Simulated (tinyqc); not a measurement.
Composition and strain of an epitaxial Si(1-x)Ge(x) layer from Raman and X-ray peaks: one step, computed by the program tinyqc. Command: `OMP_NUM_THREADS=1 python tinyqc.py 3002290 3002291 out.jsonl epiraman walk`. One thread of a shared host (Intel(R) Xeon(R) Processor @ 2.30GHz), about 0.01 s of CPU time with the checks.

A (001) layer, biaxially strained in the plane. The Raman peaks follow empirical lines omega = w0 + c1 x + c3 x^3 + b eps (c3 for Si-Ge alone), with eps the in-plane strain.

Problem. Lattice constants and strain. Relaxed lattice constant a(x) = a_Si + (a_Ge - a_Si) x - B x (1 - x). In-plane constant a_par = a_sub + R (a(x) - a_sub); eps = a_par/a(x) - 1; eps_perp = -(2 C12/C11) eps with 2 C12/C11 linear in x; a_perp = a(x) (1 + eps_perp).

Inputs (values chosen for the exercise, modelled on silicon-germanium):

| quantity | value | unit |
|---|---|---|
| Ge fraction x | 0.44 | - |
| degree of relaxation R | 0.56 | - |
| lattice constant of Si | 5.431 | angstrom |
| lattice constant of Ge | 5.658 | angstrom |
| bowing B | 0.028 | angstrom |
| 2 C12/C11 of Si | 0.777 | - |
| 2 C12/C11 of Ge | 0.746 | - |

Substrate: silicon.

Give: relaxed constant a(x); substrate constant a_sub; a_par; in-plane strain eps; strain along the normal; a_perp.

Solution.

relaxed constant a(x) = 5.524 angstrom

substrate constant a_sub = 5.431 angstrom

a_par = 5.483 angstrom

in-plane strain eps = -7.406 per mille

strain along the normal = 5.654 per mille

a_perp = 5.555 angstrom

The layer is under compression in the plane and is stretched along the normal.
